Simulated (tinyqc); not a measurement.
# FinFET, parasitic resistance, capacitance and delay: effects of single changes

Nf fins under one contact; each has gated perimeter p = 2 Hf + Wf and cross-section A = Hf Wf; contact width Wc = Nf pf, stack height Hs = Hf. Contact length Lc = CPP - Lg - 2 Lsp, shared by two neighbouring gates. Source and drain sides are equal. The formulas are first-order estimates, not field solutions.

Inputs (values chosen for the exercise); values close to those of silicon logic devices: temperature T = 300 K; number of fins Nf = 2; fin height Hf = 50 nm; fin width Wf = 8 nm; fin pitch pf = 42 nm; contacted gate pitch CPP = 70 nm; gate length Lg = 14 nm; spacer length Lsp = 6 nm; relative permittivity of the spacer ks = 5.5; gate height above the channel stack Hc = 20 nm; contact resistivity rc = 6e-10 ohm cm^2; resistivity of the source-drain epitaxy re = 0.00026 ohm cm; current-carrying depth of the epitaxy te = 15 nm; resistivity of the extension rx = 0.0012 ohm cm; gate overlap Lov = 1 nm; inversion capacitance Cinv = 2.2 uF/cm^2; injection velocity vx = 1.5e7 cm/s; apparent mobility mu = 180 cm^2/(V s); threshold at zero drain voltage VT = 0.27 V; barrier lowering dl = 0.038 V/V; subthreshold factor n = 1.09; wire load Cw = 0.39 fF; supply voltage Vdd = 0.75 V.

Constants: q = 1.602176634e-19 C, kB = 1.380649e-23 J/K, eps0 = 8.8541878128e-12 F/m, Vt = kB T/q. Results are converted to the units shown.

Each table varies one quantity; the others keep the values above.

## Effect of the number of fins

Epitaxy sheet resistance Rsh = re/te, transfer length LT = sqrt(rc/Rsh), contact Rc = [sqrt(rc Rsh)/Wc] coth(Lc/(2 LT)); extension of one fin Rx = rx Lsp/A. With N fins: gate Cg = Cinv p N Lg; per side, plate Cp = ks eps0 [Wc (Hs + Hc) - N A]/Lsp, top fringe Cf = (2/pi) ks eps0 Wc ln(1 + Lg/(2 Lsp)), overlap Co = Cinv p N Lov. One fin: I = p Q vx u/(1 + |u|^1.8)^(1/1.8), Q = Cinv n Vt ln(1 + exp((Vg' - VT + dl Vd')/(n Vt))), u = Vd' mu/(vx Lg), Vg' = Vgs - v, Vd' = Vds - 2 v, with the drop on each side v = Rc (sum of I) + Rx I. Ieff = [I(Vgs = Vdd, Vds = Vdd/2) + I(Vdd/2, Vdd)]/2, total currents. With Cs = Cp + Cf + Co, the load of an inverter of two such devices driving an equal one is CL = 2 (Cg + 2 Cs) + 4 Cs + Cw (own drains counted twice for the Miller effect); delay CL Vdd/(2 Ieff).

Effect of the number of fins:
```
Nf,Rc (ohm),Rx/N (ohm),Ieff (uA),CL (aF),delay (ps)
1,92.71,180.0,94.30,648.5,2.579
2,46.35,90.00,188.6,907.0,1.804
3,30.90,60.00,282.9,1166,1.545
4,23.18,45.00,377.2,1424,1.416
5,18.54,36.00,471.5,1683,1.338
6,15.45,30.00,565.8,1941,1.287
```

What does the comparison show?

As Nf goes from 1 to 6, Ieff rises from 94.3 to 566 uA, CL rises from 649 to 1940 aF and the delay falls from 2.58 to 1.29 ps. From the first row to the last Ieff grows by a factor of 6.00 and CL by 2.99; the first step changes the delay by -30 %, the last by -3.9 %.

## Effect of the fin pitch

Same model as above.

The same in every row: Rx/N (ohm) = 90.00.

Effect of the fin pitch:
```
pf (nm),Rc (ohm),Ieff (uA),CL (aF),delay (ps)
18,108.2,179.1,679.7,1.423
22,88.49,182.1,717.6,1.478
26,74.88,184.1,755.4,1.538
30,64.90,185.7,793.3,1.602
36,54.08,187.4,850.2,1.702
44,44.25,188.9,926.0,1.838
```

As pf goes from 18 to 44 nm, Ieff rises from 179 to 189 uA, CL rises from 680 to 926 aF and the delay rises from 1.42 to 1.84 ps.

## Effect of the contact resistivity

Same model as above.

The same in every row: Rx/N (ohm) = 90.00; CL (aF) = 907.0.

Effect of the contact resistivity:
```
rc (ohm cm^2),Rc (ohm),Ieff (uA),delay (ps)
1e-10,15.77,193.5,1.758
2.1e-10,23.56,192.3,1.769
4.5e-10,37.88,189.9,1.791
9.7e-10,66.82,185.4,1.835
2.1e-9,128.4,176.1,1.931
4.4e-9,253.0,159.0,2.139
9.4e-9,523.7,128.4,2.648
2e-8,1097,87.87,3.871
```

What does the table show?

As rc goes from 1e-10 to 2e-8 ohm cm^2, Ieff falls from 194 to 87.9 uA, CL stays at 907 aF and the delay rises from 1.76 to 3.87 ps. Rc goes as rc^(0.54) at the start and rc^(0.98) at the end (1/2 for a long contact, 1 for a short one). For rc = 1e-10 to 2.1e-10 ohm cm^2 rc lies near or below the quantum limit of metal-silicon contacts.

Computed by the program tinyqc: `OMP_NUM_THREADS=1 python tinyqc.py 2170137 2170138 out.jsonl`, one thread of a shared Intel Xeon 2.30GHz, about 0.04 s for the whole run.
